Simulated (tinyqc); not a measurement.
Free and trapped electrons in a MOS channel with a dense trap tail: two steps of the calculation.

p-type body, charge-sheet picture, full ionisation (an idealisation for deep acceptors), Boltzmann statistics for free electrons. e = Ec - EF at the surface. Acceptor-like traps of density D(E) = D0 + De exp(-E/Ew) at depth E below Ec, from 0 to Eu, hold n_t = integral of D(E)/(1 + exp((e - E)/Vt)). psi = Eg - Vt ln(Nv/Na) - e; N_dep = sqrt(2 eps0 eps_r Na (psi - Vt)/q); n_f = sqrt(N_dep^2 + 2 eps0 eps_r Vt Nc exp(-e/Vt)/q) - N_dep; Vg = Vfb + psi + q (N_dep + n_t + n_f)/Cox, Cox = eps0 eox/tox.

Values chosen for this exercise; band and dielectric values close to those of silicon:
```
symbol,value,unit,meaning
T,300,K,temperature
Eg,1.14,eV,band gap
eps_r,11.6,,relative permittivity
Nc,2.79e19,cm^-3,conduction-band density of states at T
Nv,2.65e19,cm^-3,valence-band density of states at T
eox,3.9,,relative permittivity of the insulator
tox,28,nm,insulator thickness
Na,1.9e17,cm^-3,acceptor density
Vfb,-0.81,V,flat-band voltage without trapped charge
D0,5.3e10,cm^-2 eV^-1,constant background density of acceptor-like traps
De,4e13,cm^-2 eV^-1,density of the tail at the conduction edge
Ew,0.05,eV,decay energy of the tail
Eu,0.9,eV,depth below Ec down to which the traps reach
mf,190,cm^2/(V s),mobility of free electrons
e,0.042,eV,Ec - EF at the surface
```

Constants: q = 1.602176634e-19 C, kB = 1.380649e-23 J/K, Vt = kB T/q, eps0 = 8.8541878128e-14 F/cm where lengths are in cm. Results are converted to the units shown.

Task 1. Trapped charge. Trapezoid rule on 13 equal steps from 0 to Eu, f = 1/(1 + exp((e - E)/Vt)).

Give: E; D(E) f; n_t.

Result 1.

| point | E (eV) | D(E) f (cm^-2 eV^-1) |
|---|---|---|
| 0 | 0 | 6.5914e12 |
| 1 | 0.069231 | 7.4659e12 |
| 2 | 0.13846 | 2.5015e12 |
| 3 | 0.20769 | 6.8004e11 |
| 4 | 0.27692 | 2.1028e11 |
| 5 | 0.34615 | 9.2391e10 |
| 6 | 0.41538 | 6.2864e10 |
| 7 | 0.48462 | 5.5470e10 |
| 8 | 0.55385 | 5.3619e10 |
| 9 | 0.62308 | 5.3155e10 |
| 10 | 0.69231 | 5.3039e10 |
| 11 | 0.76154 | 5.3010e10 |
| 12 | 0.83077 | 5.3002e10 |
| 13 | 0.90000 | 5.3001e10 |

n_t = 1.0147e12 cm^-2

Task 2. Charges and gate voltage. psi, N_dep, n_f and Vg as defined, with the n_t given; free share n_f/(n_f + n_t); apparent mobility mf n_f/(n_f + n_t); gate voltage spent on traps q n_t/Cox.

n_t = 1.0146762e12 cm^-2

Give: psi; N_dep; n_f; Vg; free share; apparent mobility; gate voltage spent on traps.

Result 2.

psi = 0.9703 V
N_dep = 1.517e12 cm^-2
n_f = 5.135e11 cm^-2
Vg = 4.116 V
free share = 33.60 %
apparent mobility = 63.85 cm^2/(V s)
gate voltage spent on traps = 1.318 V

Program tinyqc, `OMP_NUM_THREADS=1 python tinyqc.py 2222077 2222078 out.jsonl`; Intel Xeon 2.30GHz, shared host, one thread, about 0.02 s.
